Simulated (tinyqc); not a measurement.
## Capacitances against the line height

Endless row of lines of width wl, height tl and space sl between grounded planes at distance hd; e2 fills the gaps beside the lines, e1 the rest. Laplace's equation is solved on meshes of 3, 6 and 12 steps per unit u and extrapolated (Aitken), which is good to about 0.2 %. C_even (all lines at 1 V) is the capacitance Cg to the planes; C_odd (neighbours in antiphase) = Cg + 4 Cc if only nearest neighbours couple, which defines Cc; total with quiet neighbours Cg + 2 Cc. Plate values 2 eps0 e1 wl/hd and eps0 e2 tl/sl.

Parameters, values chosen for the exercise: relative permittivity above and below the lines e1 = 4.2; relative permittivity between the lines e2 = 1; line width, in units u wl = 6 u; space between lines sl = 4 u; distance to each plane hd = 4 u.

Constants: eps0 = 8.8541878128e-12 F/m. Results are converted to the units shown.

The same in every row: plate Cg (aF/um) = 112.

Result of one run:
```
Cg (aF/um)  Cc (aF/um)  Cg + 2 Cc (aF/um)  C_odd (aF/um)  plate Cc (aF/um)  share of coupling, 2 Cc/(Cg + 2 Cc) (%)
164               14.0                192            220              4.43                                     14.6
```

Which line height tl gave this result: 2, 4, 6, 8 or 12 u?

tl = 2 u.

The whole series:
columns A: tl (u); B: Cg (aF/um); C: Cc (aF/um); D: Cg + 2 Cc (aF/um); E: C_odd (aF/um); F: plate Cc (aF/um); G: share of coupling, 2 Cc/(Cg + 2 Cc) (%)
```
A     B     C    D    E     F     G
2   164  14.0  192  220  4.43  14.6
4   165  18.1  202  238  8.85  18.0
6   166  22.5  211  256  13.3  21.3
8   166  26.9  220  273  17.7  24.5
12  166  35.7  237  309  26.6  30.1
16  166  44.6  255  344  35.4  35.0
```

As tl goes from 2 to 16, Cg rises from 164 to 166 aF/um, Cc rises from 14.0 to 44.6 aF/um and the share of coupling rises from 14.6 to 35.0 %. Cg is 1.47 times its plate value in the first row and 1.49 times in the last; for Cc the ratios are 3.16 and 1.26. Neighbours in antiphase raise the load by a factor of 1.15 and 1.35 over quiet ones.

Numbers from tinyqc (`OMP_NUM_THREADS=1 python tinyqc.py 2790119 2790120 out.jsonl`; about 0.5 s on one thread of a shared Intel Xeon 2.30GHz).
